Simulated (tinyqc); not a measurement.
Finite-size error of a charged defect in a periodic cell: Madelung and Makov-Payne terms: one step, computed by the program tinyqc.

L is the cube root of the cell volume. The defect charge is a Gaussian, rho(r) = q (2 pi sigma^2)^(-3/2) exp(-r^2/2 sigma^2), repeated periodically in a uniform neutralising background and screened by a continuum. The model cell energy is E(L) = E_0 + [periodic - isolated electrostatic energy].

Question. Madelung energy. Ewald sum for a unit point charge: scale each Cartesian component of the cell by 1/sqrt(eps_i), giving R', G' and V'; E = [ (1/2) sum erfc(eta R')/R' + (2 pi/V') sum exp(-G'^2/4 eta^2)/G'^2 - eta/sqrt(pi) - pi/(2 V' eta^2) ] e^2/(4 pi eps_0) / sqrt(eps_x eps_y eps_z), over n_i = -6..6, omitting n = (0,0,0), eta = 2/V'^(1/3). alpha = -2 E eps_g L/(e^2/(4 pi eps_0)), eps_g = (eps_x eps_y eps_z)^(1/3).

Inputs (values chosen for the exercise, with screening close to that of GaSb): charge q = -3 e; cell length L = 17.3 angstrom; dielectric constant eps = 16.

Supercell lattice: fcc. Screening: isotropic.

cell vectors (rows) (angstrom):
```
          1         2         3
1   0.00000  13.73102  13.73102
2  13.73102   0.00000  13.73102
3  13.73102  13.73102   0.00000
```

Constants: e^2/(4 pi eps_0) = 14.39964548 eV angstrom.

Give: terms for a unit charge; Madelung constant alpha; point-charge correction -q^2 E.

Answer.

terms for a unit charge (eV): real space 0.00042, reciprocal 0.00358, self -0.05870, background -0.02043

Madelung constant alpha = 2.888

point-charge correction -q^2 E = 0.6761 eV
